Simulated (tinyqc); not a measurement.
Time-domain thermoreflectance: layered heat flow under a modulated pulse train, and what the signal ratio measures. From ratio -V_in/V_out back to boundary conductance G under the metal. Computed by tinyqc, a small Python program. Command: `OMP_NUM_THREADS=1 python tinyqc.py 3111302 3111303 out.jsonl tdtr inv`. One thread of a shared host (Intel(R) Xeon(R) Processor @ 2.30GHz), about 0.3 s of CPU time with the checks.

Pulses repeat at 80 MHz; heat is laid down at the surface, all layers are isotropic.

Inputs (values chosen for the exercise, modelled on aluminium on germanium):
```
quantity,value,unit
metal thickness d,68,nm
metal conductivity,190,W/(m K)
metal heat capacity,2.42,MJ/(m^3 K)
substrate conductivity kappa,61,W/(m K)
substrate heat capacity C,1.72,MJ/(m^3 K)
modulation frequency f,2,MHz
"spot radius w (1/e^2, pump and probe)",16,micrometre
delay t,3700,ps
```

Stack: metal, substrate.

Method:
- For radial wave number k and angular frequency W each layer has u = sqrt(4 pi^2 k^2 + i W C/kappa) and gamma = kappa u. Surface impedance from below: Z = 1/gamma for the substrate; a layer of thickness L maps Z to (Z + tanh(u L)/gamma)/(1 + gamma Z tanh(u L)); a boundary adds 1/G.
- Response per absorbed watt H(W) = 2 pi int_0^(2/w) Z(k, W) exp(-pi^2 k^2 w^2) k dk by 20 Gauss-Legendre points.
- Signal: X + iY = sum_(m = -M..M) H(2 pi (f + m f_r)) exp(i 2 pi m f_r t) exp(-pi (m/M)^2 x 4), f_r = 80 MHz, M = 4000, with H(-W) the complex conjugate of H(W); V_in = X, V_out = Y, ratio = -V_in/V_out.

Problem. A run gave the result below. Find the boundary conductance G under the metal, known to lie between 43 and 160 MW/(m^2 K).

ratio -V_in/V_out = 1.632896

Solution.

Each step takes the trial c = (a f_b - b f_a)/(f_b - f_a), f being the result less the target and a, b, c the logarithms of the listed values; c replaces end b, the old b replaces a if the sign of f changed, and otherwise f_a is halved.

Scan of the range:
```
boundary conductance G under the metal (MW/(m^2 K)),ratio -V_in/V_out
43.0,2.17507
53.5,1.97571
66.6,1.78728
82.9,1.61899
103.0,1.47783
129.0,1.36103
160.0,1.27617
```

False position (Illinois rule, in the logarithm of the input) inside the bracket:
```
step,end a,end b,trial,ratio -V_in/V_out
1,66.6000,82.9000,81.4143,1.63197
2,66.6000,81.4143,81.2206,1.63369
3,81.4143,81.2206,81.3100,1.63290
4,81.2206,81.3100,81.3100,1.63290
```

Ratio -V_in/V_out falls at every point of a 13-point scan of the range (every second point is shown), so one value fits; it is bracketed by 66.6 and 82.9. Answer: boundary conductance G under the metal = 81.31 MW/(m^2 K).
